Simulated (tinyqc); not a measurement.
Where the wafer is too thin: surface photovoltage measurement of the minority-carrier diffusion length in a wafer. Computed by tinyqc, a small Python program. Command: `OMP_NUM_THREADS=1 python tinyqc.py 3130177 3130178 out.jsonl spv walk`. One thread of a shared host (Intel(R) Xeon(R) Processor @ 2.30GHz), about 0.01 s of CPU time with the checks.

Low injection, steady light, a depletion layer much thinner than 1/alpha and L. The excess density dn is taken at the front edge of the neutral region; light that reaches the back is lost.

Inputs (values chosen for the exercise, modelled on p-type silicon at room temperature):
```
quantity                            value        unit
wafer thickness W                     725  micrometre
diffusivity D                        29.6      cm^2/s
front recombination velocity S_f    73000        cm/s
back recombination velocity S_b      3500        cm/s
photon flux entering              3.5e+12  1/(cm^2 s)
```

Method:
- alpha = (84.732/lambda - 76.417)^2 per cm with lambda in micrometre (an empirical fit for silicon between 0.7 and 1.05 micrometre).
- Thick wafer: dn = Phi L/((S_f + D/L)(L + 1/alpha)). Finite wafer, with s = S_b L/D, w = W/L, a = alpha L: dn = [Phi a/(a^2 - 1)] [a - B - exp(-alpha W)(a - s)/(cosh w + s sinh w)]/(S_f + B D/L), B = (sinh w + s cosh w)/(cosh w + s sinh w).
- Readings y = (Phi/dn) (1 + noise x g) at 780, 830, 880, 920, 950, 975 and 995 nm; a least-squares line y = c (1/alpha + L_app) gives L_app = intercept/slope.
- No noise; L is varied at fixed W, and the last two columns set S_b to 0 and to 1e7 cm/s.

Apparent length (micrometre):
```
L          W/L  given S_b  S_b = 0  S_b = 1e7
36.2    20.028      36.20       36      36.20
72.5    10.000      72.50       73      72.50
145.0    5.000     144.96      145     144.88
218.0    3.326     216.99      220     215.82
362.0    2.003     344.38      390     334.43
580.0    1.250     475.46      746     444.72
942.0    0.770     576.94     1634     522.11
1520.0   0.477     631.29     3724     560.94
2900.0   0.250     660.28    10444     580.94
```

With a fast back surface L_app levels off, at 581 micrometre in the last row; with a passive one it reaches up to 3.60 times L among these rows and is 10400 in the last. All three columns are within 5 % of L down to W/L = 3.3.

Extremes, crossings and ranges named in words are read from the listed rows.
